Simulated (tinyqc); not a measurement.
# Dose and depth of a threshold implant

Problem. A sheet of D acceptors per cm^2 lies at depth xi inside the depleted layer of a body doped Na. In the depletion approximation VT = Vfb + f2 + q D/Cox + gamma sqrt(f2 + Vsb - q D xi/(eps0 eps_r)), gamma = sqrt(2 eps0 eps_r q Na)/Cox, Cox = eps0 eox/tox. Find gamma, D and xi.

Parameters, values chosen for the exercise; band and dielectric values close to those of silicon: relative permittivity eps_r = 11.5; acceptor density deep in the body Na = 2.4e16 cm^-3; relative permittivity of the gate insulator (close to silicon nitride) eox = 7.71; insulator thickness tox = 22 nm; flat-band voltage Vfb = -0.49 V; band bending 2 phiF at threshold f2 = 0.736 V.

Constants: q = 1.602176634e-19 C, eps0 = 8.8541878128e-14 F/cm where lengths are in cm. Results are converted to the units shown.

VT against the source at Vsb = 0 and 2.2 V (V): 1.1600910  1.4330725

Answer. With y^2 = f2 - q D xi/(eps0 eps_r) and d the difference of the thresholds over gamma, sqrt(y^2 + Vsb) - y = d gives y = (Vsb - d^2)/(2 d). The first threshold then gives D, and y^2 gives xi.

gamma = 0.2852 V^0.5
D = 1.400e12 cm^-2
xi = 13.00 nm

Computed by the program tinyqc: `OMP_NUM_THREADS=1 python tinyqc.py 2080085 2080086 out.jsonl`, one thread of a shared Intel Xeon 2.30GHz, about 0.3 s for the whole run.
